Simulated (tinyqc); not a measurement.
X-ray photoelectron analysis of a thin oxide on a semiconductor: attenuation lengths, thickness, angle series and band offsets: one step, computed by the program tinyqc.

The same element is seen in the oxide and in the substrate, at nearly the same kinetic energy; films are flat and uniform, and the work function is ignored.

Problem. Peak ratio. R_0 = (rho_o/M_o) L_o/((rho_s/M_s) L_s); peak ratio R = I_ox/I_sub = R_0 [exp(d/(L_o cos theta)) - 1]; hence d = L_o cos theta ln(1 + R/R_0). A carbon layer weakens both peaks alike, by exp(-d_C/(L_o cos theta)) if its L is taken equal to L_o. This R_0 leaves out intrinsic losses from the substrate peak, so calibrated values can be larger.

Inputs (values chosen for the exercise, modelled on SiO2 on 4H-SiC):
```
quantity                        value     unit
oxide density                     2.2   g/cm^3
oxide formula mass              60.08    g/mol
substrate density                3.21   g/cm^3
substrate formula mass           40.1    g/mol
oxide thickness d                 3.3       nm
emission angle from the normal     15  degrees
carbon overlayer                 0.11       nm
```

L in the oxide = 4.521953 nm

L in the substrate = 3.375134 nm

Give: R_0; d/(L_o cos theta); ratio R; oxide share of the counts; attenuation by carbon; depth 3 L_o cos theta.

Solution.

R_0 = 0.6129

d/(L_o cos theta) = 0.7555

ratio R = 0.6918

oxide share of the counts = 0.4089

attenuation by carbon = 0.9751

depth 3 L_o cos theta = 13.10 nm
